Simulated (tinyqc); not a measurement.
# Bulk resistivity and mean free path from two films

Problem. In the thick-film limit single-crystal films obey rho = rho0 (1 + 3 (1 - ps) lam/(8 d)). Find rho0, lam and the product rho0 lam.

Values chosen for this exercise:
```
symbol  value  unit                               meaning
ps          0        specular share of surface scattering
```

rho at d = 38 and 110 nm (uohm cm): 3.1179342  2.7985591

Answer. rho is a straight line in 1/d: the intercept is rho0 and the slope (3/8)(1 - ps) rho0 lam. Without ps only the product (1 - ps) lam could be found.

rho0 = 2.630 uohm cm
lam = 18.80 nm
rho0 lam = 49.44 uohm cm nm

Numbers from tinyqc (`OMP_NUM_THREADS=1 python tinyqc.py 2100047 2100048 out.jsonl`; about 0.01 s on one thread of a shared Intel Xeon 2.30GHz).
